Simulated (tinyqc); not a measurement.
Worked calculation: two-node Weyl semimetal on a cubic lattice and its slab. Values are carried at full precision from step to step, so a last printed digit may differ when a step is redone from the rounded ones.

H = d.s with dx = t sin kx, dy = t sin ky, dz = m (2 - cos kx - cos ky) + M(kz), M = tz (cos k0 - cos kz), k in 1/a. Nodes at (0, 0, +/-k0). Berry curvature of the lower band along z: Omega = d.(dd/dkx x dd/dky)/(2|d|^3), in the sense curl of i<u|grad u>.

Parameters, chosen for this exercise: t = 1.38 eV (hopping in sx and sy); m = 1.02 eV (mass term); tz = 0.33 eV (hopping along z); k0 = 1.03 1/a (position of the nodes); k = (0.1, 0.73, 2.97) 1/a (wave vector); N = 7 (layers of the small slab); ky = 0.09 1/a; kz = 0.4 1/a.

## One k point

Form M, d, E = -/+ |d| and Omega.

M(kz) = 0.4950 eV

dx, dy, dz (eV): 0.1378  0.9203  0.7601

|E| = 1.2015 eV
Omega = 0.0574 a^2

## The nodes

Near (0,0,+/-k0): d = (t qx, t qy, +/- tz sin(k0) qz). The chirality is the sign of the product of the three velocities. Each plane of fixed kz with -2m < M < 0 has Chern number -1 in the sense above, so the sum over planes gives sigma_xy of size (e^2/h) 2 k0/(2 pi a).

velocities at +k0 (eV a): 1.3800  1.3800  0.2829

chirality: +k0 1, -k0 -1

|sigma_xy| = 0.3279 e^2/(h a)
M(0) = -0.1601 eV

## The slab at one surface momentum

Slab of N layers along x with hard walls: layer block t sin(ky) sy + (m (2 - cos ky) + M(kz)) sz, block to the next layer t sx/(2i) - m sz/2.

Fill in the matrix.

H (eV), lower triangle (Hermitian):
```
         1+       1-       2+       2-       3+       3-       4+       4-       5+       5-       6+       6-
1+   0.8901
1-  0.1240i  -0.8901
2+  -0.5100  0.6900i   0.8901
2-  0.6900i   0.5100  0.1240i  -0.8901
3+        0        0  -0.5100  0.6900i   0.8901
3-        0        0  0.6900i   0.5100  0.1240i  -0.8901
4+        0        0        0        0  -0.5100  0.6900i   0.8901
4-        0        0        0        0  0.6900i   0.5100  0.1240i  -0.8901
5+        0        0        0        0        0        0  -0.5100  0.6900i   0.8901
5-        0        0        0        0        0        0  0.6900i   0.5100  0.1240i  -0.8901
6+        0        0        0        0        0        0        0        0  -0.5100  0.6900i   0.8901
6-        0        0        0        0        0        0        0        0  0.6900i   0.5100  0.1240i  -0.8901
7+        0        0        0        0        0        0        0        0        0        0  -0.5100  0.6900i
7-        0        0        0        0        0        0        0        0        0        0  0.6900i   0.5100

         7+       7-
7+   0.8901
7-  0.1240i  -0.8901
```

## Levels and layer weights of the middle pair

Diagonalise; sum the weights over the two components of each layer.

levels (eV): -1.9053  -1.8605  -1.7429  -1.5230  -1.1905  -0.7558  -0.2238  0.2238  0.7558  1.1905  1.5230  1.7429  1.8605  1.9053

weights:
```
       layer 1  layer 2  layer 3  layer 4  layer 5  layer 6  layer 7
lower    0.319    0.170    0.144    0.110    0.088    0.071    0.098
upper    0.098    0.071    0.088    0.110    0.144    0.170    0.319
```

The matrix belongs to ky = 0.09, kz = 0.4, where the mass m (1 - cos ky) + M(kz) is -0.1299 eV and t sin(ky) = 0.1240 eV. A negative mass binds arc states at -/+ t sin(ky) on opposite faces; here one outer layer holds 32 % and the other 10 %, and the overlap across the thin slab moves the level by +99.7 meV.

## Checks

- Omega from the formula against a plaquette of side 1e-4: both 0.05744.
- C of the plane kz = 0 against -1: -0.986 against -1.00.

tinyqc: `OMP_NUM_THREADS=1 python tinyqc.py 1452427 1452428 out.jsonl`; about 0.1 s, one thread, shared Intel(R) Xeon(R) Processor @ 2.30GHz.
